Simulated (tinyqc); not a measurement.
Coupling and phonon occupation from the scattering functions.

Inverse problem. A level coupled to a phonon of energy w0 has, in the self-consistent Born approximation, Sin(E) = M^2 [(Nq + 1) Gn(E + w0) + Nq Gn(E - w0)], Sout(E) = M^2 [(Nq + 1) Gp(E - w0) + Nq Gp(E + w0)]. Find M, Nq and, from Nq = 1/(exp(w0/kB T) - 1), the phonon temperature.

Values chosen for this exercise: phonon energy w0 = 63 meV.

Constants: q = 1.602176634e-19 C, kB = 1.380649e-23 J/K. Results are converted to the units shown.

Gn at E - w0 and E + w0 (1/meV): 0.0058140394  0.0023756191
Gp at E - w0 and E + w0 (1/meV): 0.0036596351  0.015918016
Sin and Sout at E (meV): 0.45507065  0.79707349

Solution. Both equations are linear in M^2 and M^2 Nq.

M = 12.0 meV
Nq = 0.0958
T = 300 K

tinyqc, about 0.04 s, one thread, Intel Xeon 2.30GHz (shared host): `OMP_NUM_THREADS=1 python tinyqc.py 2720041 2720042 out.jsonl`
